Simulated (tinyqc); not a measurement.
# Gap voltage and exponent from three temperatures

Question. At constant current VBE(T) = Vg0 - a T - eta (kB T/q) ln T, where a is a constant. Find Vg0, eta and dVBE/dT at the middle temperature.

Constants: q = 1.602176634e-19 C, kB = 1.380649e-23 J/K. Results are converted to the units shown.

T (K): [233, 273, 360]
VBE at a constant current (V): [0.7385296775, 0.6515500811, 0.4553851360]

Solution. The relation is linear in Vg0, a and eta, so three points give a linear system; the slope is (VBE - Vg0 - eta kB T/q)/T. eta rests on the curvature of VBE(T) alone, so real fits need accuracy of some tens of microvolts or better.

Vg0 = 1.15 V
eta = 4.20
dVBE/dT = -2.20 mV/K

Numbers from tinyqc (`OMP_NUM_THREADS=1 python tinyqc.py 2062073 2062074 out.jsonl`; about 0.02 s on one thread of a shared Intel Xeon 2.30GHz).
